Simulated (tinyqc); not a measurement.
Averaged masses of warped heavy- and light-hole bands: sweeps and comparisons. A value that a table varies takes the place of the one given here.

Four-band hole energies E = c k^2 f(u), c = hbar^2/2m0, f = g1 -/+ 2 sqrt(g2^2 + 3 (g3^2 - g2^2) s), s = ux^2 uy^2 + uy^2 uz^2 + uz^2 ux^2 for the unit vector u; minus for heavy, plus for light holes; the mass along u is 1/f.

Grid: n x n midpoints in cos(theta) from 0 to 1 and phi from 0 to pi/2, equal weights. m_d = <f^(-3/2)>^(2/3). Conductivity mass for one scattering time: 1/m_c = <|w|^2 f^(-5/2)>/<f^(-3/2)> with w = grad_k(k^2 f)/(2 k), that is |w|^2 = f^2 + |angular gradient of f|^2/4.

Parameters, chosen for this exercise (out of a larger set: near those of Ge; not measured data):
- g1 = 13.37 (Luttinger gamma1)
- g2 = 4.29 (gamma2)
- g3 = 5.69 (gamma3)

## Ways to average over directions

Heavy and light m_d on grids of growing n, against n = 160; also the three-direction rule <F> = (10 F[100] + 16 F[110] + 9 F[111])/35 and the spherical masses 1/(g1 (1 -/+ mu)), mu = (6 g3 + 4 g2)/(5 g1).

Masses (m0):
```
method             heavy   light  error heavy (%)  error light (%)
grid n = 1        0.4930  0.0405            40.67            -4.23
grid n = 2        0.3571  0.0419             1.88            -0.81
grid n = 3        0.3543  0.0421             1.09            -0.38
grid n = 5        0.3516  0.0422             0.32            -0.15
grid n = 10       0.3507  0.0422             0.08            -0.04
grid n = 160      0.3505  0.0423             0.00             0.00
three directions  0.3716  0.0424             6.04             0.31
spherical         0.3215  0.0423            -8.25             0.16
[100] alone       0.2088  0.0456           -40.43             7.82
```

The heavy mass is within 1 % from grid n = 5 on. Three directions err by +6.04 %, the spherical form by -8.25 % and [100] alone by -40.4 %; for light holes the same three err by +0.31, +0.16 and +7.8 %. The power -3/2 weights the heavy directions near [111], which a mean of f misses.

## Cyclotron masses against the field direction

For the central orbit m_cyc is the mean of 1/f(u) over the directions u normal to B (360 points on the circle). B lies in the (1-10) plane at the angle from [001]; 54.7 degrees is [111], 90 is [110].

Masses (m0):
```
angle (degrees)   heavy   light
0.0              0.2846  0.0434
15.0             0.3011  0.0430
30.0             0.3429  0.0422
45.0             0.3766  0.0416
54.7             0.3815  0.0415
70.0             0.3775  0.0417
90.0             0.3743  0.0420
```

The heavy mass is smallest at 0 and largest at 54.7 degrees of the angles listed, a spread of 34 %; the light mass varies by 4.7 %. The orbit normal to [001] has s between 0 and 1/4, the orbit normal to [111] has s = 1/4 all round, which gives 1/(g1 - sqrt(g2^2 + 3 g3^2)) = 0.3815. This is the classical limit; low Landau levels of holes depart from it.

## Several materials

The inputs are values chosen for the exercise; n = 40; delta = (g3 - g2)/g1.

Results:
```
case            g1    g2    g3  m_d heavy  m_c heavy  m_d light  delta
A near Ge    13.37  4.27  5.68      0.347      0.279     0.0423  0.105
B near AlAs   3.75  0.82  1.42      0.793      0.649     0.1628  0.160
C near GaSb  13.39  4.68  5.99      0.456      0.336     0.0411  0.098
D near GaAs   6.96  2.07  2.94      0.626      0.484     0.0821  0.125
E near InP    5.06  1.60  2.09      0.839      0.711     0.1129  0.097
F near Si     4.26  0.34  1.44      0.523      0.416     0.1559  0.258
```

Heavy masses span a factor of 2.4 and light ones 4.0: the coupling to the conduction band adds to g1, 2 g2 and 2 g3 alike, so it cancels for heavy holes and doubles for light ones. The ratio m_c/m_d of the heavy holes is lowest for C (0.74); delta is largest for F; the heavy band feels the warping rather through (g3 - g2)/(g1 - 2 g3), which runs from 0.56 to 0.93 here and is 0.93 for the case with the lowest ratio.

## What each parameter does

n = 40. Each row changes one parameter from the base and keeps the others.

Results:
```
case         m_d heavy (m0)  m_c heavy (m0)  m_d light (m0)  m_c light (m0)
base                 0.3505          0.2809          0.0423          0.0421
g1 = 12.969          0.4123          0.3097          0.0430          0.0428
g2 = 4.419           0.3585          0.2943          0.0421          0.0419
g3 = 5.519           0.3201          0.2744          0.0426          0.0425
```

The largest shifts from the base row, up to three for each result and ties (the steps differ in size, so this ranks the rows, not the parameters). m_d heavy (m0): g1 +0.0619, g3 -0.0303, g2 +0.0080. m_c heavy (m0): g1 +0.0288, g2 +0.0134, g3 -0.0065. m_d light (m0): g1 +0.0007, g3 +0.0004, g2 -0.0002. m_c light (m0): g1 +0.0007, g3 +0.0004, g2 -0.0001.

tinyqc: `OMP_NUM_THREADS=1 python tinyqc.py 1081319 1081320 out.jsonl`; about 0.03 s, one thread, shared Intel(R) Xeon(R) Processor @ 2.30GHz.
